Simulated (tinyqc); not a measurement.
From results back to parameters: density of states of one tight-binding band of a chain. Two cases, with inputs chosen for the exercise.

Problem. A chain with E = -2 t cos(ka) has n(E) = arccos(-E/2t)/pi states per cell and spin below E and g(E) = 1/(pi sqrt(4 t^2 - E^2)).

Case 1.

n = 0.472193
g = 0.107224 1/eV

Case 2.

n = 0.335715
g = 0.237651 1/eV

Find: t; E.

Solution. E = -2 t cos(pi n), so g = 1/(2 pi t sin(pi n)) gives t.

Case 1.

t = 1.490 eV
E = -0.260 eV

Case 2.

t = 0.770 eV
E = -0.760 eV

Computed by tinyqc, one run a case: `OMP_NUM_THREADS=1 python tinyqc.py N N+1 out.jsonl` with N = 1650942, 1651540; one thread of a shared Intel(R) Xeon(R) Processor @ 2.30GHz, about 0.01 s a run at most.
